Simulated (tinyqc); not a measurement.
Vacuum evaporation: vapour pressure, source flux, thickness distribution, purity and step coverage: one step, computed by the program tinyqc. Command: `OMP_NUM_THREADS=1 python tinyqc.py 3113540 3113541 out.jsonl evap walk`. One thread of a shared host (Intel(R) Xeon(R) Processor @ 2.30GHz), about 0.01 s of CPU time with the checks.

Molecular flow, unit sticking of the metal, no re-evaporation. The background gas is taken as water vapour (18.015 g/mol, collision diameter 0.37 nm) at 300 K.

Task: Vapour pressure and flux. log10(p_v/Pa) = A - B/T; flux from the surface Phi = p_v/sqrt(2 pi m k_B T), m = M u. Mass loss = Phi x area x m; heat of evaporation = ln(10) R B; d ln Phi/dT = ln(10) B/T^2 - 1/(2 T).

Inputs (values chosen for the exercise, modelled on copper, with constants for the liquid): molar mass M = 63.55 g/mol; vapour-pressure constant A = 10.83; vapour-pressure constant B = 16420 K; source temperature T = 1530 K; source area = 0.8 cm^2.

Constants: u = 1.6605390666e-27 kg; k_B = 1.380649e-23 J/K; R = 8.314462618 J/(mol K).

Give: vapour pressure p_v; flux Phi; mass loss; heat of evaporation; change of flux per kelvin.

Result:

vapour pressure p_v = 1.253 Pa

flux Phi = 1.059e+18 1/(cm^2 s)

mass loss = 0.3218 g/h

heat of evaporation = 314.4 kJ/mol

change of flux per kelvin = 1.582 %/K

Holding the rate to 1 % needs the temperature to about 0.63 K.
